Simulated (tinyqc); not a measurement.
# Thermionic-field emission through a Schottky barrier, WKB: two studies

Metal on an n-type semiconductor with one parabolic valley; V > 0 is forward bias (metal positive). Energies E are counted from the conduction edge of the neutral semiconductor, whose Fermi level lies at -xi; that of the metal lies at -xi - V. The barrier is a parabola of height Vd = phi - xi - V (depletion approximation, no image force).

Inputs (values chosen for the exercise); band and dielectric values those of a made-up semiconductor:
- T = 300 K (temperature)
- me = 0.219 m0 (electron mass)
- eps_r = 9.87 (relative permittivity)
- phi = 1.35 eV (barrier height seen from the metal)
- Nd = 9.5e18 cm^-3 (donor density)

Constants: q = 1.602176634e-19 C, kB = 1.380649e-23 J/K, eps0 = 8.8541878128e-12 F/m, hbar = 1.054571817e-34 J s, h = 6.62607015e-34 J s, m0 = 9.1093837015e-31 kg, Vt = kB T/q. Results are converted to the units shown.

Each table varies one quantity; the others keep the values above.

## Current against forward bias

Nc = 2 (2 pi me m0 kB T/h^2)^1.5 (times 1e-6 for cm^-3); Nd = Nc F12(-xi/Vt), F12(x) = (2/sqrt(pi)) int_0^infinity sqrt(u)/(1 + exp(u - x)) du; E00 = (hbar/2) sqrt(Nd/(me m0 eps0 eps_r)) in SI units (volts). For E < Vd, ln T(E) = -(Vd/E00) [sqrt(1 - y) - y ln((1 + sqrt(1 - y))/sqrt(y))], y = E/Vd; T(E) = 1 above. J = A* T (q/kB) int_0^infinity T(E) N(E) dE, N = ln[(1 + exp((-xi - E)/Vt))/(1 + exp((-xi - V - E)/Vt))], A* = 4 pi q me m0 kB^2/h^3 (times 1e-4 for A/(cm^2 K^2)). The integral is converged to the digits shown; the share over the barrier is that of E > Vd, and 0 means below 1e-6 %. n = (dV/d ln J)/Vt.

Current against forward bias:
```
V (V)	J (A/cm^2)	share over the barrier (%)	mean E/Vd	n
0.103	1.868e-5	0	0.2092	1.642
0.233	3.676e-4	0	0.2137	1.701
0.363	0.007024	0	0.2196	1.708
0.493	0.1324	7.17e-6	0.2274	1.717
0.623	2.449	5.92e-5	0.2379	1.730
0.753	44.16	5.02e-4	0.2525	1.748
0.883	767.5	4.41e-3	0.2739	1.776
1.013	1.259e4	0.0410	0.3074	1.824
```

What does the table show?

J rises from 1.87e-5 to 12600 A/cm^2, and n rises from 1.64 to 1.82. The Padovani-Stratton slope is (E00/Vt) coth(E00/Vt) = 1.66; the middle row is 4.1 % above it.

## Contact resistivity against barrier height

Same model as above.

The contact resistivity is rho_c = 1/(dJ/dV) at V = 0, where N becomes V f/Vt with f = 1/(1 + exp((E + xi)/Vt)).

Result of one run:
```
phi (eV)	rho_c (ohm cm^2)	thermionic Vt exp(phi/Vt)/(A* T^2) (ohm cm^2)
0.15	5.813e-8	3.613e-6
```

What becomes of these results when the barrier height seen from the metal phi is changed from 0.15 to 1.1 eV, all else the same?

Result of the changed run:
```
phi (eV)	rho_c (ohm cm^2)	thermionic Vt exp(phi/Vt)/(A* T^2) (ohm cm^2)
1.1	49.09	3.290e10
```

The whole series:
```
phi (eV)	rho_c (ohm cm^2)	thermionic Vt exp(phi/Vt)/(A* T^2) (ohm cm^2)
0.15	5.813e-8	3.613e-6
0.29	9.017e-7	8.124e-4
0.42	1.369e-5	0.1241
0.56	2.818e-4	27.90
0.69	0.004928	4261
0.83	0.1116	9.580e5
0.96	2.071	1.463e8
1.1	49.09	3.290e10
```

rho_c rises from 5.81e-8 to 49.1 ohm cm^2; between the last two rows it grows by a factor e every 44.2 meV, against E00 coth(E00/Vt) = 43.0 meV and Vt = 25.9 meV for pure emission.

Range of the model: The depletion approximation, a parabolic band and the neglect of image-force lowering make these currents estimates at high doping.

Program tinyqc, `OMP_NUM_THREADS=1 python tinyqc.py 2640068 2640069 out.jsonl`; Intel Xeon 2.30GHz, shared host, one thread, about 0.04 s.
